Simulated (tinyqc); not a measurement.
# Resistance of a source-drain extension with a graded tip: two studies

y runs along the channel, the gate covers y > 0. The doping is N0 for y < y0 and N0 10^(-(y - y0)/la) beyond, uniform over the depth xj. Sheet conductance s(y) = q mu(N) max(N - Nch, 0) xj + (for y > 0) ma Cox Vo, with mu(N) = u0 + (u1 - u0)/(1 + (N/Nr)^au) and Cox = eps0 eox/tox. Current is taken as one-dimensional; depletion of the tip, spreading and the contact are left out. The metallurgical junction lies at yj, where N = Nch.

Values chosen for this exercise; mobility law close to that of electrons in silicon: relative permittivity of the gate insulator (close to silicon nitride) eox = 7.65; insulator thickness tox = 3.1 nm; active doping of the extension far from the gate N0 = 7.2e19 cm^-3; lateral abruptness la = 1.8 nm/decade; position under the gate where the fall begins (gate edge at 0) y0 = 0.6 nm; depth of the extension xj = 28 nm; channel doping Nch = 2.2e18 cm^-3; spacer length Ls = 20 nm; gate overdrive Vo = 0.78 V; mobility of the gate-induced layer ma = 100 cm^2/(V s); mobility at low doping u1 = 1414 cm^2/(V s); mobility at high doping u0 = 68.5 cm^2/(V s); reference doping Nr = 9.2e16 cm^-3; exponent au = 0.711; gate length Lg = 90 nm.

Constants: q = 1.602176634e-19 C, eps0 = 8.8541878128e-14 F/cm where lengths are in cm. Results are converted to the units shown.

Each table varies one quantity; the others keep the values above.

## Abruptness at a fixed junction position

R_spacer = integral of dy/s from -Ls to 0, R_ov from 0 to yj, R_channel = (Lg - 2 yj)/(ma Cox Vo), R_total = 2 R_spacer + 2 R_ov + R_channel. Electrical length L_eff = ma Cox dR_total/d(1/Vo); R_series = R_total - L_eff/(ma Cox Vo). y0 is moved with la so that yj stays at 3.3268 nm.

The same in every row: yj (nm) = 3.327; R_channel (ohm um) = 489.0.

Results:

| la (nm/decade) | R_spacer (ohm um) | R_ov (ohm um) | R_total (ohm um) | L_eff (nm) | R_series (ohm um) |
|---|---|---|---|---|---|
| 1 | 7.965 | 3.592 | 512.2 | 83.86 | 20.10 |
| 2.3 | 7.970 | 6.645 | 518.3 | 84.49 | 22.50 |
| 3.6 | 8.804 | 9.034 | 524.7 | 85.08 | 25.51 |
| 4.9 | 10.83 | 10.63 | 531.9 | 85.57 | 29.87 |
| 6.1 | 13.47 | 11.70 | 539.4 | 85.94 | 35.09 |
| 7.4 | 16.99 | 12.58 | 548.2 | 86.29 | 41.89 |
| 10 | 25.58 | 13.84 | 567.9 | 86.82 | 58.46 |

Estimate the missing row, la = 8.7 nm/decade.

Computed row:

| la (nm/decade) | R_spacer (ohm um) | R_ov (ohm um) | R_total (ohm um) | L_eff (nm) | R_series (ohm um) |
|---|---|---|---|---|---|
| 8.7 | 21.05 | 13.28 | 557.7 | 86.57 | 49.72 |

With this row back in the table: As la goes from 1 to 10 nm/decade, R_total rises from 512 to 568 ohm um, R_spacer rises from 7.97 to 25.6 ohm um and R_ov rises from 3.59 to 13.8 ohm um. R_total changes on average by 6.19 ohm um for each nm/decade. L_eff exceeds the metallurgical length by 0.514 nm in the first row and 3.47 nm in the last, since the gate also controls the lightly doped tips.

## Effect of the gate overdrive

Same model as above.

The same in every row: yj (nm) = 3.327; R_spacer (ohm um) = 7.965.

Effect of the gate overdrive:

| Vo (V) | R_ov (ohm um) | R_channel (ohm um) | R_total (ohm um) | L_eff (nm) | R_series (ohm um) |
|---|---|---|---|---|---|
| 0.15 | 10.66 | 2543 | 2580 | 83.58 | 30.17 |
| 0.3 | 8.302 | 1272 | 1304 | 83.77 | 26.06 |
| 0.45 | 7.033 | 847.7 | 877.7 | 83.94 | 23.97 |
| 0.6 | 6.193 | 635.8 | 664.1 | 84.09 | 22.66 |
| 0.75 | 5.578 | 508.6 | 535.7 | 84.22 | 21.73 |
| 0.9 | 5.102 | 423.8 | 450.0 | 84.35 | 21.04 |
| 1.05 | 4.718 | 363.3 | 388.7 | 84.46 | 20.50 |
| 1.2 | 4.399 | 317.9 | 342.6 | 84.57 | 20.06 |

What does the comparison show?

As Vo goes from 0.15 to 1.2, R_total falls from 2580 to 343 ohm um, L_eff rises from 83.6 to 84.6 nm and R_series falls from 30.2 to 20.1 ohm um. Both extracted quantities depend on the overdrive at which they are taken.

Program tinyqc, `OMP_NUM_THREADS=1 python tinyqc.py 2282225 2282226 out.jsonl`; Intel Xeon 2.30GHz, shared host, one thread, about 0.04 s.
